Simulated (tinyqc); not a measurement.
Metal-interlayer-semiconductor contact, depinning against tunnelling resistance: one step of the calculation.

Zero bias, n-type semiconductor. Gap states at the semiconductor surface thin out as exp(-be ti), which unpins the barrier; electrons must then cross the interlayer (a rectangular barrier, no voltage drop across it) and the parabolic depleted layer, both by WKB. Energies E are counted from the Fermi level; no image force, parabolic bands.

Question. Pinning, barrier and scales. S = 1/(1 + (1/S0 - 1) exp(-be ti)); phiB = S (phiM - chi) + (1 - S)(Eg - E0); xi = Ec - EF deep inside, from Nd = Nc F(-xi/Vt), F(x) = (2/sqrt(pi)) int_0^infinity sqrt(u) du/(1 + exp(u - x)); band bending U = phiB - xi; E00 = (hbar/2) sqrt(Nd/(eps0 eps_r mt m0)) in volts; A = 4 pi q mA m0 kB^2/h^3.

Inputs (values chosen for the exercise); semiconductor values close to those of silicon; interlayer mass of the order of that in aluminium oxide, offset chosen freely: temperature T = 300 K; band gap Eg = 1.12 eV; relative permittivity eps_r = 11.9; electron affinity chi = 4.2 eV; conduction-band density of states at T Nc = 2.8e19 cm^-3; tunnelling mass in the semiconductor mt = 0.194 m0; Richardson mass mA = 2.03 m0; donor density Nd = 7.4e19 cm^-3; charge-neutrality level above the valence band E0 = 0.35 eV; pinning factor without interlayer S0 = 0.26; metal work function phiM = 4.22 eV; interlayer thickness ti = 0.4 nm; decay constant of gap states through the interlayer be = 5.3 1/nm.

Constants: q = 1.602176634e-19 C, kB = 1.380649e-23 J/K, eps0 = 8.8541878128e-12 F/m, hbar = 1.054571817e-34 J s, h = 6.62607015e-34 J s, m0 = 9.1093837015e-31 kg, Vt = kB T/q. Results are converted to the units shown.

Give: S; phiB; xi; U; E00; A.

Answer.

S = 0.7454
phiB = 0.2110 eV
xi = -0.04845 eV
U = 0.2594 eV
E00 = 0.1051 eV
A = 244.0 A/(cm^2 K^2)

Range of the model: The depletion charge would drop about 0.13 V across such an interlayer (eps_r near 9) at ti = 0.4 nm and Nd = 7.4e19 cm^-3, against a band bending of 0.26 V; this model leaves that drop out.

Program tinyqc, `OMP_NUM_THREADS=1 python tinyqc.py 2270053 2270054 out.jsonl`; Intel Xeon 2.30GHz, shared host, one thread, about 0.02 s.
